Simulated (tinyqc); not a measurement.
# Capacitance of parallel on-chip lines from Laplace's equation on a mesh, step by step

Computed by the program tinyqc: `OMP_NUM_THREADS=1 python tinyqc.py 2790201 2790202 out.jsonl`, one thread of a shared Intel Xeon 2.30GHz, about 1 s for the whole run. Printed values are rounded.

Cross-section of an endless row of equal lines between two grounded planes; neighbours are driven in antiphase (+1 V and -1 V), so the plane midway between two lines is at 0 V. By symmetry one quarter is solved: x runs from the centre of a line (column 0, mirror) to that midplane (column 5, 0 V), y from the mid-height of the line (row 0, mirror) to the ground plane (row 5, 0 V). The line fills columns 0 to 2 and rows 0 to 2 at 1 V. Cells beside the line (below row 2) have e2, cells above have e1. Each link between nodes has the conductance g = mean permittivity of the two cells beside it (a cell beyond a mirror counts as 0), and the free nodes obey sum g (V_neighbour - V) = 0.

Values chosen for this exercise:

| symbol | value | unit | meaning |
|---|---|---|---|
| e1 | 2.7 |  | relative permittivity above and below the lines |
| e2 | 2.7 |  | relative permittivity between the lines |
| om | 1.4 |  | over-relaxation factor |

Constants: eps0 = 8.8541878128e-12 F/m. Results are converted to the units shown.

## Link conductances

gx[j, i] joins node (row j, column i) to column i + 1, gy[j, i] to row j + 1.

gx:

|  | col 0 | col 1 | col 2 | col 3 | col 4 |
|---|---|---|---|---|---|
| row 0 | 1.35 | 1.35 | 1.35 | 1.35 | 1.35 |
| row 1 | 2.7 | 2.7 | 2.7 | 2.7 | 2.7 |
| row 2 | 2.7 | 2.7 | 2.7 | 2.7 | 2.7 |
| row 3 | 2.7 | 2.7 | 2.7 | 2.7 | 2.7 |
| row 4 | 2.7 | 2.7 | 2.7 | 2.7 | 2.7 |
| row 5 | 1.35 | 1.35 | 1.35 | 1.35 | 1.35 |

gy:

|  | col 0 | col 1 | col 2 | col 3 | col 4 | col 5 |
|---|---|---|---|---|---|---|
| row 0 | 1.35 | 2.7 | 2.7 | 2.7 | 2.7 | 1.35 |
| row 1 | 1.35 | 2.7 | 2.7 | 2.7 | 2.7 | 1.35 |
| row 2 | 1.35 | 2.7 | 2.7 | 2.7 | 2.7 | 1.35 |
| row 3 | 1.35 | 2.7 | 2.7 | 2.7 | 2.7 | 1.35 |
| row 4 | 1.35 | 2.7 | 2.7 | 2.7 | 2.7 | 1.35 |

## Iteration 1: relaxation sweep

V at the start (V):

|  | col 0 | col 1 | col 2 | col 3 | col 4 | col 5 |
|---|---|---|---|---|---|---|
| row 0 | 1 | 1 | 1 | 0 | 0 | 0 |
| row 1 | 1 | 1 | 1 | 0 | 0 | 0 |
| row 2 | 1 | 1 | 1 | 0 | 0 | 0 |
| row 3 | 0 | 0 | 0 | 0 | 0 | 0 |
| row 4 | 0 | 0 | 0 | 0 | 0 | 0 |
| row 5 | 0 | 0 | 0 | 0 | 0 | 0 |

One sweep visits the free nodes row by row from row 0, left to right, and replaces V by V + om (weighted mean of the neighbours - V), using new values at once.

V after sweep 1 (V):

|  | col 0 | col 1 | col 2 | col 3 | col 4 | col 5 |
|---|---|---|---|---|---|---|
| row 0 | 1.00000 | 1.00000 | 1.00000 | 0.35000 | 0.12250 | 0.00000 |
| row 1 | 1.00000 | 1.00000 | 1.00000 | 0.47250 | 0.20825 | 0.00000 |
| row 2 | 1.00000 | 1.00000 | 1.00000 | 0.51538 | 0.25327 | 0.00000 |
| row 3 | 0.35000 | 0.47250 | 0.51538 | 0.36076 | 0.21491 | 0.00000 |
| row 4 | 0.12250 | 0.20825 | 0.25327 | 0.21491 | 0.15044 | 0.00000 |
| row 5 | 0.00000 | 0.00000 | 0.00000 | 0.00000 | 0.00000 | 0.00000 |

## Iteration 2: relaxation sweep

As before.

V after sweep 2 (V):

|  | col 0 | col 1 | col 2 | col 3 | col 4 | col 5 |
|---|---|---|---|---|---|---|
| row 0 | 1.00000 | 1.00000 | 1.00000 | 0.58362 | 0.30104 | 0.00000 |
| row 1 | 1.00000 | 1.00000 | 1.00000 | 0.61854 | 0.32720 | 0.00000 |
| row 2 | 1.00000 | 1.00000 | 1.00000 | 0.57525 | 0.28977 | 0.00000 |
| row 3 | 0.58362 | 0.61854 | 0.57525 | 0.40881 | 0.21119 | 0.00000 |
| row 4 | 0.30104 | 0.32720 | 0.28977 | 0.21119 | 0.08766 | 0.00000 |
| row 5 | 0.00000 | 0.00000 | 0.00000 | 0.00000 | 0.00000 | 0.00000 |

## Course of the relaxation

Stop when no node changes by 1e-7 V. C = 4 eps0 sum g (difference of V along the link)^2, in aF/um.

Course of the iteration:

| sweep | C (aF/um) | largest change (V) |
|---|---|---|
| 1 | 219.869 | 0.515 |
| 2 | 191.424 | 0.234 |
| 3 | 189.591 | 0.0713 |
| 4 | 189.133 | 0.0289 |
| 5 | 188.980 | 0.0153 |
| 6 | 188.963 | 4.18e-3 |
| 7 | 188.961 | 2.08e-3 |
| 8 | 188.959 | 2.28e-3 |
| 9 | 188.959 | 2.99e-4 |
| 10 | 188.959 | 1.83e-4 |
| 11 | 188.959 | 1.03e-4 |
| 12 | 188.959 | 1.29e-5 |
| 13 | 188.959 | 1.01e-5 |
| 14 | 188.959 | 3.31e-6 |
| 15 | 188.959 | 2.12e-6 |
| 16 | 188.959 | 1.02e-6 |
| 17 | 188.959 | 2.26e-7 |
| 18 | 188.959 | 1.21e-7 |
| 19 | 188.959 | 8.52e-8 |

Converged in 19 sweeps. Over the last four sweeps the change shrinks by about 0.45 a sweep. C comes down from above, since the solution minimises the energy.

## Capacitance per length

converged V (V):

|  | col 0 | col 1 | col 2 | col 3 | col 4 | col 5 |
|---|---|---|---|---|---|---|
| row 0 | 1.00000 | 1.00000 | 1.00000 | 0.64065 | 0.30988 | 0.00000 |
| row 1 | 1.00000 | 1.00000 | 1.00000 | 0.62635 | 0.29944 | 0.00000 |
| row 2 | 1.00000 | 1.00000 | 1.00000 | 0.56531 | 0.26154 | 0.00000 |
| row 3 | 0.64065 | 0.62635 | 0.56531 | 0.37335 | 0.18140 | 0.00000 |
| row 4 | 0.30988 | 0.29944 | 0.26154 | 0.18140 | 0.09070 | 0.00000 |
| row 5 | 0.00000 | 0.00000 | 0.00000 | 0.00000 | 0.00000 | 0.00000 |

C = 4 eps0 sum g (difference of V)^2 over all links (twice the energy of the four quarters, line at 1 V). Plate estimate without fringing: eps0 [2 e1 w/hd + 2 e2 t/(s/2)], w = 4 hx, t = 4 hx, s/2 = 3 hx, hd = 3 hx.

C = 188.959 aF/um
plate estimate = 127.500 aF/um

C depends on the shape only, not on the mesh step hx. Meshes 6, 12 and 24 times finer extrapolate (Aitken) to 180.8 aF/um; this mesh is 4.5 % above that, and the plate estimate is 29 % below it.
